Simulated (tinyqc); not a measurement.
# Worked calculation: on-chip interconnect, size-dependent resistivity and RC delay

Numbers from tinyqc (`OMP_NUM_THREADS=1 python tinyqc.py 2100170 2100171 out.jsonl`; about 0.01 s on one thread of a shared Intel Xeon 2.30GHz). Printed values are rounded.

A rectangular line between two neighbours and two ground planes. Surface and grain-boundary scattering are added to the bulk resistivity as corrections; capacitances are parallel-plate values without fringing; inductance is ignored.

Inputs (values chosen for the exercise); metal values close to those of copper:
- rho0 = 1.7 uohm cm (bulk resistivity)
- lam = 40.9 nm (bulk mean free path)
- ps = 0 (specular share of surface scattering)
- Rg = 0.31 (reflection coefficient of grain boundaries)
- gr = 1 (grain size over the metal width)
- wd = 12 nm (drawn line width)
- AR = 1.4 (aspect ratio, height over width)
- tl = 2.4 nm (liner on both walls and the bottom, not conducting)
- sp = 14 nm (space to the neighbouring lines)
- hd = 15 nm (dielectric height to the planes above and below)
- ek = 2.2 (relative permittivity of the dielectric)
- Mf = 1 (Miller factor of the neighbours)
- Lw = 92 um (line length)
- Rd = 550 ohm (driver resistance)
- Cl = 0.27 fF (load capacitance)
- dt = 130 ps (time step)

Constants: eps0 = 8.8541878128e-12 F/m. Results are converted to the units shown.

Range of the model: The metal width is under the mean free path, where the thick-limit surface term and the simple sum of corrections lose accuracy.

## Resistivity, resistance and capacitance per length

Metal width x = wd - 2 tl, height y = AR wd - tl; grain boundaries (Mayadas-Shatzkes): al = (lam/(gr x)) Rg/(1 - Rg), g = 1/[1 - 3 al/2 + 3 al^2 - 3 al^3 ln(1 + 1/al)] - 1; surfaces (Fuchs-Sondheimer, thick limit): s = (3/8) lam (1 - ps)(1/x + 1/y); rho = rho0 (1 + g + s); r = rho/(x y); c = eps0 ek (2 wd/hd + 2 Mf AR wd/sp).

x = 7.2 nm
y = 14.4 nm
al = 2.55213
g = 3.45828
s = 3.19531
rho = 13.0111 uohm cm
r = 1254.93 ohm/um
c = 0.0779169 fF/um

rho is 7.65 times the bulk value; grain boundaries add more (3.46 against 3.20). The liner takes 48.6 % of the cross-section.

## Ladder and Elmore delays

6 equal pi sections: series Rs = r Lw/6; node capacitances c Lw/6, halved at nodes 0 and 6, with Cl added to node 6; Rd feeds node 0. Elmore delay of node k: the sum, over the resistors on the path to k, of resistance times all capacitance downstream of it.

Rs = 19242.3 ohm

```
node    C (fF)  Elmore delay (ps)
0     0.597363            4.09109
1      1.19473            135.727
2      1.19473            244.374
3      1.19473            330.032
4      1.19473            392.700
5      1.19473            432.379
6     0.867363            449.069
```

The far-end value equals Rd (c Lw + Cl) + r Lw (c Lw/2 + Cl) for any number of pi sections; the line resistance contributes 99.1 % of it.

## Step 1: node voltages after a time step

v at t = 0, node 0 to 6 (V): [0, 0, 0, 0, 0, 0, 0]

A 1 V step is applied behind Rd at t = 0. C dv/dt = -G v + b, with G the conductance matrix of the ladder (1/Rs between neighbours, 1/Rd added at node 0) and b = (1 V/Rd, 0, ...). Trapezoidal step: (C/dt + G/2) v(new) = (C/dt - G/2) v + b.

v at t = 1 dt, node 0 to 6 (V): [1.96520, 1.09508, 0.61227, 0.34601, 0.20213, 0.12974, 0.10323]

Node 0 overshoots the 1 V source: the trapezoidal rule rings on modes much faster than dt.

## Step 2: node voltages after a time step

As before.

v at t = 2 dt, node 0 to 6 (V): [0.037305, 0.654011, 0.727411, 0.624985, 0.498849, 0.406166, 0.365365]

## Course in time

A 1 V step is applied behind Rd at t = 0. C dv/dt = -G v + b, with G the conductance matrix of the ladder (1/Rs between neighbours, 1/Rd added at node 0) and b = (1 V/Rd, 0, ...). Trapezoidal step: (C/dt + G/2) v(new) = (C/dt - G/2) v + b. The last column solves the same ladder exactly by its modes.

Voltages (V):
```
t (ps)  node 0  node 3  node 6  node 6, exact
130.0    1.965  0.3460  0.1032         0.1320
260.0    0.037  0.6250  0.3654         0.3790
390.0    1.944  0.6675  0.5814         0.5639
520.0    0.061  0.8124  0.6927         0.6941
650.0    1.925  0.8438  0.7913         0.7854
780.0    0.082  0.9033  0.8530         0.8495
910.0    1.907  0.9277  0.8963         0.8945
1040     0.101  0.9497  0.9292         0.9260
1170     1.889  0.9672  0.9489         0.9481
1300     0.119  0.9735  0.9657         0.9636
1430     1.872  0.9856  0.9750         0.9745
1560     0.136  0.9857  0.9832         0.9821
```

The far end of the ladder reaches 0.5 V at 339.8 ps, 0.757 of its Elmore delay (ln 2 = 0.693 for a single pole); the slowest mode has a time constant of 366.5 ps. The largest error of the trapezoidal steps at that node is 29 mV. Node 0 swings up and down from step to step: the trapezoidal rule does not damp modes much faster than dt, so these swings are numerical.
